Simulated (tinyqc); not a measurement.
## Gated two-dimensional channel with two bands, quantum capacitance: effect of the insulator thickness

phi is the Fermi level above the lowest band edge, in volts; Vg is counted from the gate voltage at which an empty channel would have phi = 0. The channel has no thickness; trap charge is -q Dit phi.

D1 = gv md m0 q/(pi hbar^2), D2 = g2 m2 m0 q/(pi hbar^2) per eV; n1 = D1 Vt ln(1 + exp(phi/Vt)), n2 = D2 Vt ln(1 + exp((phi - E2)/Vt)), n = n1 + n2; Cq = q dn/dphi = q [D1/(1 + exp(-phi/Vt)) + D2/(1 + exp((E2 - phi)/Vt))]. Cox = eps0 eox/tox; Vg = phi + q (n + Dit phi)/Cox. 1/C_G = 1/Cox + 1/(Cq + q Dit); dphi/dVg = Cox/(Cox + Cq + q Dit).

Parameters, values chosen for the exercise; lowest band close to that of monolayer WSe2: temperature T = 300 K; relative permittivity of the gate insulator (close to silicon dioxide) eox = 3.9; in-plane mass md = 0.347 m0; valley degeneracy gv = 2; in-plane mass of a second band, chosen freely m2 = 0.48 m0; valley degeneracy of that band, chosen freely g2 = 4; second band edge above the first E2 = 0.09 eV; density of traps Dit = 0 cm^-2 eV^-1; gate voltage Vg = 1.18 V.

Constants: q = 1.602176634e-19 C, kB = 1.380649e-23 J/K, hbar = 1.054571817e-34 J s, m0 = 9.1093837015e-31 kg, Vt = kB T/q, eps0 = 8.8541878128e-14 F/cm where lengths are in cm. Results are converted to the units shown.

Effect of the insulator thickness:
```
tox (nm)    phi (V)  n (cm^-2)  Cq (uF/cm^2)  Cox (uF/cm^2)  C_G (uF/cm^2)  dphi/dVg  share of the second band (%)
0.5         0.09830   4.663e13         119.9          6.906          6.530   0.05446                         38.53
0.9         0.06615   2.667e13         79.66          3.837          3.661   0.04595                         26.01
1.6         0.03861   1.538e13         53.42          2.158          2.074   0.03884                         17.32
2.9         0.01444   8.662e12         36.10          1.191          1.153   0.03193                         12.54
5.2       -0.005734   4.915e12         23.75         0.6641         0.6460   0.02720                         10.27
9.3        -0.02354   2.789e12         14.90         0.3713         0.3623   0.02432                         9.145
17         -0.04061   1.548e12         8.810         0.2031         0.1985   0.02254                         8.541
30         -0.05595   8.879e11         5.237         0.1151         0.1126   0.02150                         8.236
```

As tox goes from 0.5 to 30, Cq falls from 120 to 5.24 uF/cm^2, C_G/Cox rises from 0.946 to 0.978 and n falls from 4.66e13 to 8.88e11 cm^-2. Cq exceeds Cox in every row, so the insulator is the tighter limit, though Cq still cuts C_G by up to 5.4 %. With the insulator thinned by a factor of 60.0, the charge grows only by 52.5 while Cox grows by 60.0. For tox = 0.5, 0.9 the field in the insulator exceeds 10 MV/cm, beyond what real films hold.

Program tinyqc, `OMP_NUM_THREADS=1 python tinyqc.py 2200039 2200040 out.jsonl`; Intel Xeon 2.30GHz, shared host, one thread, about 0.01 s.
